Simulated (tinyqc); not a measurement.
Worked calculation: lattice vibrations of a chain. One step of it, computed by the program tinyqc.

Problem. Frequencies. omega^2 are the eigenvalues; wavenumber = 521.4708 sqrt(eigenvalue) 1/cm.

D(q) (eV/(angstrom^2 u)):
```
                     1                    2
1             3.111111  -0.098507+1.061619i
2  -0.098507-1.061619i             0.545455
```

Give: eigenvalues; wavenumbers; weights |e|^2 of the mass-weighted modes.

Solution.

eigenvalues: 0.160  3.496

wavenumbers (1/cm): 208.7  975.1

weights |e|^2 of the mass-weighted modes:
```
        mode 1  mode 2
atom 1   0.115   0.885
atom 2   0.885   0.115
```
